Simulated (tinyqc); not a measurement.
The basis set: RHF and MP2 along a ladder of basis sets, for BeH2, spin multiplicity 1. Computed by the program tinyqc with PySCF. Same geometry throughout; the dipole is taken about the origin.

Geometry (angstrom):

| atom | x | y | z |
|---|---|---|---|
| Be | 0.0000 | 0.0000 | 0.0000 |
| H | 0.0000 | 1.2280 | 0.0000 |
| H | 0.0000 | -1.2280 | 0.0000 |

RHF and frozen-core MP2 in a ladder of bases:

| basis | functions | E(RHF) (hartree) | E(MP2 corr) (hartree) | HOMO (eV) | LUMO (eV) | dipole (debye) |
|---|---|---|---|---|---|---|
| sto-3g | 7 | -15.55778 | -0.02079 | -12.054 | 5.676 | 0.000 |
| 3-21g | 13 | -15.66531 | -0.02741 | -12.586 | 2.322 | 0.000 |
| 6-31g | 13 | -15.75168 | -0.02753 | -12.564 | 2.539 | 0.000 |
| 6-31g** | 24 | -15.75905 | -0.04948 | -12.498 | 2.577 | 0.000 |
| cc-pvdz | 24 | -15.75893 | -0.05114 | -12.538 | 1.994 | 0.000 |
| cc-pvtz | 58 | -15.76406 | -0.06109 | -12.606 | 1.698 | 0.000 |

What does the comparison show, and why?

From cc-pVDZ to cc-pVTZ the RHF energy falls by 5.1 mhartree and the correlation energy by 10.0. If valence correlation converges as X^-3, (27 E(T) - 8 E(D))/19 gives -0.0653 hartree, a rough estimate from such small X that usually falls short; STO-3G holds about 32 % of it. Beyond STO-3G the LUMO moves by 0.9 eV and the HOMO by 0.1 eV.
